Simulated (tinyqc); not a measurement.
# Modulation-doped quantum well, Poisson-Schroedinger loop with local exchange and correlation, step by step

Computed by the program tinyqc: `OMP_NUM_THREADS=1 python tinyqc.py 2140020 2140021 out.jsonl`, one thread of a shared Intel Xeon 2.30GHz, about 0.1 s for the whole run. Printed values are rounded.

A well of width L centred at z = 0 between barriers Vb; effective-mass electrons, parabolic bands. The electrons come from donor sheets outside the mesh, a share fL of Ns on the left and the rest on the right, so the structure is neutral. Energies are counted from the band edge of the well, with U = 0 on the first node in the Hartree part.

Parameters, values chosen for the exercise; material values those of a made-up well:
- T = 4.2 K (temperature)
- md = 0.047 m0 (in-plane mass)
- Vb = 0.274 eV (barrier height)
- eps_r = 15.4 (relative permittivity (all layers))
- L = 8.4 nm (well width)
- hz = 1.2 nm (mesh step)
- Ns = 3.3e11 cm^-2 (sheet density of electrons)
- fL = 0.7 (share of the donors on the left side)
- Fz = -41 kV/cm (applied field along z)
- a = 0.5 (mixing factor)

Constants: q = 1.602176634e-19 C, kB = 1.380649e-23 J/K, hbar = 1.054571817e-34 J s, m0 = 9.1093837015e-31 kg, Vt = kB T/q, eps0 = 8.8541878128e-14 F/cm where lengths are in cm, hbar^2/(2 m0) = 0.0380998212 eV nm^2. Results are converted to the units shown.

## Fixed part of the potential

```
node,z (nm)
1,-9.6
2,-8.4
3,-7.2
4,-6
5,-4.8
6,-3.6
7,-2.4
8,-1.2
9,0
10,1.2
11,2.4
12,3.6
13,4.8
14,6
15,7.2
16,8.4
17,9.6
```

V0 = 0 in the well and Vb outside, plus q Fz z (1 kV/cm = 1e-4 eV/nm).

```
node,fixed potential V0 (eV)
1,0.313360
2,0.308440
3,0.303520
4,0.298600
5,0.293680
6,0.014760
7,0.009840
8,0.004920
9,0.000000
10,-0.004920
11,-0.009840
12,-0.014760
13,0.254320
14,0.249400
15,0.244480
16,0.239560
17,0.234640
```

## Round 1: levels and probability densities

```
node,self-consistent potential U at the start (eV)
1,0
2,0
3,0
4,0
5,0
6,0
7,0
8,0
9,0
10,0
11,0
12,0
13,0
14,0
15,0
16,0
17,0
```

mass on the intervals 1/2, 3/2, ... (mean of both at an interface) (m0): [0.0842, 0.0842, 0.0842, 0.0842, 0.0842, 0.06205, 0.0399, 0.0399, 0.0399, 0.0399, 0.0399, 0.0399, 0.06205, 0.0842, 0.0842, 0.0842, 0.0842, 0.0842]

Tridiagonal Hamiltonian with psi = 0 one step beyond both ends: H_ii = C (1/m_(i-1/2) + 1/m_(i+1/2))/hz^2 + V0_i + U_i, H_(i,i+1) = -C/(m_(i+1/2) hz^2), C = hbar^2/(2 m0). The lowest 2 level(s) are kept, normalised to hz sum |psi|^2 = 1.

levels (eV): E1 0.046955, E2 0.199742

```
node,|psi|^2 of E1 (1/nm),|psi|^2 of E2 (1/nm)
1,0.000009,0.000298
2,0.000071,0.001662
3,0.000439,0.006144
4,0.002557,0.020132
5,0.014564,0.062512
6,0.058649,0.148067
7,0.095198,0.132580
8,0.127906,0.057197
9,0.147507,0.001931
10,0.146917,0.027066
11,0.124286,0.103810
12,0.085027,0.142916
13,0.023903,0.075470
14,0.005004,0.033205
15,0.001053,0.014048
16,0.000212,0.005141
17,0.000031,0.001154
```

## Round 1: Fermi level and occupations

Level k holds N_k = D_k Vt ln(1 + exp((EF - E_k)/Vt)) with D = md m0 q/(pi hbar^2) per eV (spin included); EF is fixed by sum N_k = Ns.

EF = 0.0637633 eV
N_k (cm^-2): E1 3.3e11, E2 4.83316e-154

## Round 1: density, output potential and mixing

n_i = sum_k N_k |psi_k|^2 (converted to cm^-3). Hartree part by Gauss: on the interval after node i the enclosed sheet charge is S_i = fL Ns - hz sum_(j<=i) n_j, and U_(i+1) = U_i + q S_i hz/(eps0 eps_r) in eV, U_1 = 0. Added to it: V_xc = -(2 Ry/(pi al rs)) [1 + 0.7734 (rs/21) ln(1 + 21/rs)] (Hedin-Lundqvist), al = (4/(9 pi))^(1/3), rs = (3/(4 pi n))^(1/3)/aB, aB = 4 pi eps0 eps_r hbar^2/(md m0 q^2), Ry = q/(8 pi eps0 eps_r aB) in eV. Mixing: U(new) = U + a (U(out) - U).

```
node,n (1e17 cm^-3),U(out) (eV),U after round 1 (1e-3 eV)
1,0.00029,-0.0004080,-0.20402
2,0.00235,0.0025028,1.25139
3,0.01449,0.0052251,2.61257
4,0.08438,0.0075826,3.79132
5,0.48060,0.0092833,4.64166
6,1.93540,0.0104092,5.20461
7,3.14154,0.0122880,6.14400
8,4.22090,0.0139284,6.96419
9,4.86773,0.0151720,7.58599
10,4.84825,0.0159436,7.97180
11,4.10145,0.0162840,8.14199
12,2.80588,0.0163596,8.17981
13,0.78879,0.0172612,8.63062
14,0.16514,0.0175647,8.78235
15,0.03476,0.0171840,8.59201
16,0.00700,0.0164230,8.21151
17,0.00104,0.0154732,7.73659
```

## Round 2: levels and probability densities

As before.

levels (eV): E1 0.054291, E2 0.206612

```
node,|psi|^2 of E1 (1/nm),|psi|^2 of E2 (1/nm)
1,0.000010,0.000328
2,0.000077,0.001792
3,0.000465,0.006474
4,0.002668,0.020754
5,0.015012,0.063293
6,0.059962,0.148165
7,0.096639,0.131276
8,0.128813,0.055489
9,0.147450,0.001570
10,0.145948,0.028291
11,0.122887,0.105232
12,0.083795,0.143401
13,0.023460,0.074953
14,0.004887,0.032581
15,0.001024,0.013655
16,0.000206,0.004968
17,0.000030,0.001112
```

## Round 2: Fermi level and occupations

As before.

EF = 0.0710992 eV
N_k (cm^-2): E1 3.3e11, E2 1.75022e-153

## Round 2: density, output potential and mixing

As before.

```
node,n (1e17 cm^-3),U(out) (eV),U after round 2 (eV)
1,0.00032,-0.0004194,-0.0003117
2,0.00254,0.0024857,0.0018686
3,0.01535,0.0052027,0.0039076
4,0.08805,0.0075541,0.0056727
5,0.49540,0.0092471,0.0069444
6,1.97874,0.0103646,0.0077846
7,3.18908,0.0122410,0.0091925
8,4.25084,0.0138781,0.0104212
9,4.86584,0.0151155,0.0113507
10,4.81630,0.0158789,0.0119254
11,4.05527,0.0162113,0.0121767
12,2.76525,0.0162804,0.0122301
13,0.77417,0.0171741,0.0129024
14,0.16126,0.0174709,0.0131266
15,0.03380,0.0170845,0.0128383
16,0.00679,0.0163189,0.0122652
17,0.00101,0.0153651,0.0115509
```

## Course of the self-consistent loop

Start from U = 0. Stop when the largest |U(out) - U| is below 1e-7 eV, or after 120 rounds.

Course of the iteration:
```
round,level E1 (eV),EF (eV),largest |U(out) - U| (eV)
1,0.0469552,0.0637633,0.0176
2,0.0542911,0.0710992,8.69e-3
3,0.0579242,0.0747324,4.30e-3
4,0.0597247,0.0765328,2.13e-3
5,0.0606172,0.0774253,1.05e-3
6,0.0610598,0.0778679,5.20e-4
7,0.0612792,0.0780873,2.57e-4
8,0.0613880,0.0781961,1.27e-4
9,0.0614419,0.0782501,6.29e-5
10,0.0614687,0.0782768,3.11e-5
11,0.0614820,0.0782901,1.54e-5
12,0.0614886,0.0782967,7.61e-6
13,0.0614918,0.0782999,3.77e-6
14,0.0614935,0.0783016,1.86e-6
15,0.0614943,0.0783024,9.22e-7
16,0.0614947,0.0783028,4.56e-7
17,0.0614949,0.0783030,2.26e-7
18,0.0614949,0.0783031,1.12e-7
19,0.0614950,0.0783031,5.52e-8
```

Converged in 19 rounds. Towards the end the residual shrinks by a factor of about 0.49 a round.

## Converged levels, occupations and centroid

```
node,converged U (eV)
1,-0.0004309
2,0.0024685
3,0.0051801
4,0.0075256
5,0.0092112
6,0.0103205
7,0.0121947
8,0.0138286
9,0.0150598
10,0.0158151
11,0.0161396
12,0.0162021
13,0.0170880
14,0.0173781
15,0.0169862
16,0.0162160
17,0.0152585
```

Solve for the levels with V0 + U, find EF, n_i = sum_k N_k |psi_k|^2 (in cm^-3); share of each level N_k/Ns; centroid sum n z/sum n.

levels (eV): E1 0.061495, E2 0.213355
EF = 0.0783031 eV
shares (%): E1 100.000, E2 0.000

```
node,n (1e17 cm^-3)
1,0.00035
2,0.00274
3,0.01626
4,0.09181
5,0.51032
6,2.02194
7,3.23588
8,4.27960
9,4.86302
10,4.78431
11,4.00994
12,2.72574
13,0.76008
14,0.15756
15,0.03289
16,0.00659
17,0.00098
```

centroid = 0.245403 nm

With 400 intervals across the well and the same walls, E2 - E1 = 154.9 meV and EF - E1 = 16.81 meV; this mesh gives 151.9 and 16.81 meV.
